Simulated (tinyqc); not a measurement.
# Free and trapped electrons in a MOS channel with a dense trap tail: effects of single changes

p-type body, charge-sheet picture, full ionisation (an idealisation for deep acceptors), Boltzmann statistics for free electrons. e = Ec - EF at the surface. Acceptor-like traps of density D(E) = D0 + De exp(-E/Ew) at depth E below Ec, from 0 to Eu, hold n_t = integral of D(E)/(1 + exp((e - E)/Vt)). psi = Eg - Vt ln(Nv/Na) - e; N_dep = sqrt(2 eps0 eps_r Na (psi - Vt)/q); n_f = sqrt(N_dep^2 + 2 eps0 eps_r Vt Nc exp(-e/Vt)/q) - N_dep; Vg = Vfb + psi + q (N_dep + n_t + n_f)/Cox, Cox = eps0 eox/tox.

Parameters, values chosen for the exercise; band and dielectric values close to those of gallium nitride:
- T = 475 K (temperature)
- Eg = 3.45 eV (band gap)
- eps_r = 9.51 (relative permittivity)
- Nc = 4.56e18 cm^-3 (conduction-band density of states at T)
- Nv = 9.03e19 cm^-3 (valence-band density of states at T)
- eox = 3.9 (relative permittivity of the insulator)
- tox = 50 nm (insulator thickness)
- Na = 1.5e16 cm^-3 (acceptor density)
- Vfb = -3.07 V (flat-band voltage without trapped charge)
- D0 = 2.3e10 cm^-2 eV^-1 (constant background density of acceptor-like traps)
- De = 1.8e13 cm^-2 eV^-1 (density of the tail at the conduction edge)
- Ew = 0.11 eV (decay energy of the tail)
- Eu = 0.69 eV (depth below Ec down to which the traps reach)
- mf = 120 cm^2/(V s) (mobility of free electrons)

Constants: q = 1.602176634e-19 C, kB = 1.380649e-23 J/K, Vt = kB T/q, eps0 = 8.8541878128e-14 F/cm where lengths are in cm. Results are converted to the units shown.

Each table varies one quantity; the others keep the values above.

## Free and trapped charge against gate voltage

Free share n_f/(n_f + n_t); swing ln 10 n_f/(dn_f/dVg); field-effect mobility mf q (dn_f/dVg)/Cox, for a constant mf; oxide field q (N_dep + n_t + n_f)/(eps0 eox).

Results:
```
Vg (V)	e (eV)	n_f (cm^-2)	n_t (cm^-2)	free share (%)	swing (mV/decade)	field-effect mobility (cm^2/(V s))	oxide field (MV/cm)
0.9	0.5924	8.168e5	1.021e10	0.008001	150.2	0.003485	0.2937
2.1	0.2276	5.631e9	3.200e11	1.729	770.9	4.682	0.4608
3.3	0.1301	5.775e10	7.317e11	7.315	1779	20.81	0.6813
4.4	0.08091	1.759e11	1.061e12	14.22	2882	39.12	0.8914
6.8	0.01374	6.795e11	1.555e12	30.41	5700	76.42	1.358
7.9	-0.008570	1.009e12	1.688e12	37.40	7214	89.62	1.574
9.1	-0.02907	1.419e12	1.784e12	44.30	9095	99.99	1.809
10.3	-0.04635	1.865e12	1.845e12	50.27	1.121e4	106.7	2.046
```

Estimate the missing row, Vg = 5.6 V.

Computed row:
```
Vg (V)	e (eV)	n_f (cm^-2)	n_t (cm^-2)	free share (%)	swing (mV/decade)	field-effect mobility (cm^2/(V s))	oxide field (MV/cm)
5.6	0.04316	3.872e11	1.346e12	22.34	4227	58.73	1.124
```

With this row back in the table: n_f reaches 1e11 cm^-2 at Vg = 3.78 V, against 1.73 V without traps. The free share rises from 0.00800 to 50.3 % and the field-effect mobility rises from 0.00348 to 107 cm^2/(V s), although mf = 120 is constant: in the last row 88.9 % of Cox dVg goes into free electrons. The swing in the first row is 150 mV a decade (Vt ln 10 = 94.3). For Vg = 4.4, 5.6, 6.8, 7.9, 9.1, 10.3 EF lies less than 2 Vt below the band edge, or above it, where degeneracy and confinement, left out, matter.

## Effect of the decay energy of the tail

VT is the Vg for n_f = 1e11 cm^-2; swing ln 10 n_f/(dn_f/dVg) at n_f = 1e8 cm^-2; the last three columns are for Vg = VT + 4 V, with free share n_f/(n_f + n_t) and field-effect mobility mf q (dn_f/dVg)/Cox; there EF is near the band edge, where Boltzmann statistics are rough.

Results:
```
Ew (eV)	e at VT (eV)	VT (V)	q n_t/Cox at VT (V)	swing (mV/decade)	n_f (cm^-2)	free share (%)	field-effect mobility (cm^2/(V s))
0.03	0.1063	1.955	0.2246	128.1	1.408e12	76.19	107.4
0.05	0.1063	2.255	0.5246	133.1	1.243e12	62.73	101.5
0.07	0.1063	2.681	0.9501	153.9	1.123e12	51.80	96.33
0.09	0.1063	3.198	1.467	198.8	1.035e12	43.25	91.97
0.11	0.1063	3.776	2.046	267.2	9.691e11	36.64	88.31
0.13	0.1063	4.392	2.661	353.7	9.183e11	31.54	85.24
0.17	0.1063	5.664	3.933	557.7	8.461e11	24.43	80.45
```

Estimate the missing row, Ew = 0.15 eV.

Computed row:
```
Ew (eV)	e at VT (eV)	VT (V)	q n_t/Cox at VT (V)	swing (mV/decade)	n_f (cm^-2)	free share (%)	field-effect mobility (cm^2/(V s))
0.15	0.1063	5.026	3.295	452.3	8.783e11	27.56	82.65
```

With this row back in the table: As Ew goes from 0.03 to 0.17, VT rises from 1.96 to 5.66 V, its part due to traps rises from 0.225 to 3.93 V, the swing rises from 128 to 558 mV/decade and the field-effect mobility falls from 107 to 80.5 cm^2/(V s).

Numbers from tinyqc (`OMP_NUM_THREADS=1 python tinyqc.py 2222054 2222055 out.jsonl`; about 0.02 s on one thread of a shared Intel Xeon 2.30GHz).
